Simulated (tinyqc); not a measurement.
# MOSFET in the linear regime without short-channel effects, parameter extraction from computed curves: effects of single changes

Inversion charge Q = Cox n Vt W0(exp((Vg - VT)/(n Vt))), W0 the Lambert function and n = nf; u = Q/Cox; mobility mu = mu0/(1 + th1 u + th2 u^2); channel resistance Rch = (L - dL)/(W mu Q); Id = Vd/(Rch + Rsd/W). Cox = eps0 eox/tox. Small Vd, no channel-length or drain effects.

Parameters, values chosen for the exercise; channel values of the order met in silicon transistors:
- T = 77 K (temperature)
- eox = 7.68 (relative permittivity of the gate insulator (close to silicon nitride))
- tox = 10 nm (insulator thickness)
- mu0 = 81 cm^2/(V s) (low-field mobility)
- th1 = 0.46 1/V (first mobility attenuation factor)
- th2 = 0.13 1/V^2 (second mobility attenuation factor)
- VT = 0.55 V (threshold voltage)
- nf = 1.08 (body factor)
- W = 10 um (gate width)
- L = 0.12 um (drawn gate length)
- dL = 0.002 um (drawn less effective length)
- Rsd = 80 ohm um (source plus drain resistance)
- Vd = 0.05 V (drain voltage)

Constants: q = 1.602176634e-19 C, kB = 1.380649e-23 J/K, Vt = kB T/q, eps0 = 8.8541878128e-14 F/cm where lengths are in cm. Results are converted to the units shown.

Each table varies one quantity; the others keep the values above.

## Extraction methods against the second mobility attenuation factor

From the continuous curve Id(Vg): tangent at peak gm (V_ext = Vg - Id/gm); constant current Id = 0.1 uA W/L; peak of d2Id/dVg2; Y = Id/sqrt(gm) drawn through Vg = VT + 0.6 and VT + 0.8 V, with intercept VT_Y and slope s. Mobilities gm,max L/(W Cox Vd) and s^2 L/(W Cox Vd) with the drawn L. Last column: share of Rsd/W in the total resistance at VT + 0.8 V.

Extraction methods against the second mobility attenuation factor:

| th2 (1/V^2) | V_ext (V) | constant current (V) | second derivative (V) | VT_Y (V) | mobility from gm (cm^2/(V s)) | mobility from Y (cm^2/(V s)) | series share (%) |
|---|---|---|---|---|---|---|---|
| 0 | 0.557 | 0.598 | 0.548 | 0.572 | 69.9 | 80.6 | 2.07 |
| 0.06 | 0.557 | 0.598 | 0.548 | 0.589 | 69.8 | 87.5 | 2.02 |
| 0.12 | 0.557 | 0.598 | 0.548 | 0.607 | 69.8 | 95.3 | 1.97 |
| 0.18 | 0.556 | 0.598 | 0.548 | 0.625 | 69.7 | 104 | 1.92 |
| 0.24 | 0.556 | 0.598 | 0.548 | 0.643 | 69.6 | 114 | 1.88 |
| 0.3 | 0.556 | 0.598 | 0.548 | 0.661 | 69.5 | 125 | 1.84 |
| 0.36 | 0.556 | 0.598 | 0.548 | 0.679 | 69.5 | 138 | 1.80 |

The model has VT = 0.55 V and mu0 = 81 cm^2/(V s). Over the table the extracted thresholds move by under 0.5 mV (tangent), under 0.5 mV (constant current), under 0.5 mV (second derivative), 110 mV (Y function). The mobility from gm falls from 69.9 to 69.5 and that from Y rises from 80.6 to 138 cm^2/(V s).

## Extraction methods against the drawn gate length

Same model as above.

Extraction methods against the drawn gate length:

| L (um) | V_ext (V) | constant current (V) | second derivative (V) | VT_Y (V) | mobility from gm (cm^2/(V s)) | mobility from Y (cm^2/(V s)) | series share (%) |
|---|---|---|---|---|---|---|---|
| 0.03 | 0.556 | 0.596 | 0.548 | 0.610 | 72.2 | 102 | 7.78 |
| 0.062 | 0.556 | 0.597 | 0.548 | 0.610 | 70.5 | 98.2 | 3.79 |
| 0.13 | 0.557 | 0.598 | 0.548 | 0.610 | 69.7 | 96.5 | 1.81 |
| 0.27 | 0.557 | 0.598 | 0.548 | 0.610 | 69.3 | 95.8 | 0.874 |
| 0.56 | 0.557 | 0.599 | 0.548 | 0.610 | 69.2 | 95.4 | 0.422 |
| 1.2 | 0.557 | 0.599 | 0.548 | 0.610 | 69.1 | 95.2 | 0.197 |
| 2.4 | 0.557 | 0.599 | 0.548 | 0.610 | 69.0 | 95.1 | 0.0985 |
| 5 | 0.557 | 0.599 | 0.548 | 0.610 | 69.0 | 95.1 | 0.0473 |

What does the comparison show?

The model has VT = 0.55 V and mu0 = 81 cm^2/(V s). Over the table the extracted thresholds move by 1.0 mV (tangent), 2.8 mV (constant current), under 0.5 mV (second derivative), under 0.5 mV (Y function). The mobility from gm falls from 72.2 to 69.0 and that from Y falls from 102 to 95.1 cm^2/(V s).

Program tinyqc, `OMP_NUM_THREADS=1 python tinyqc.py 2210171 2210172 out.jsonl`; Intel Xeon 2.30GHz, shared host, one thread, about 0.02 s.
